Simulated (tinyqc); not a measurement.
Worked calculation: Rayleigh-quotient iteration on a symmetric matrix. One step of it, computed by the program tinyqc.

Task: Step 1. solve (A - shift) w = v; v' = w/|w| with its largest component positive (the first on a tie); lambda = v'^T A v'; the next shift is lambda.

A:
```
[[0.708000, -0.159000, 0.031000, 0.185000, 0.004000],
 [-0.159000, 1.403000, 0.179000, -0.017000, 0.060000],
 [0.031000, 0.179000, 2.100000, -0.058000, -0.052000],
 [0.185000, -0.017000, -0.058000, 2.108000, -0.023000],
 [0.004000, 0.060000, -0.052000, -0.023000, 2.277000]]
```

vector v at the start: [0.447214, 0.447214, 0.447214, 0.447214, 0.447214]

shift = 0.260000

Give: vector after step 1; Rayleigh quotient after step 1.

Result:

vector after step 1: [0.879, 0.404, 0.148, 0.115, 0.168]

Rayleigh quotient after step 1 = 0.871
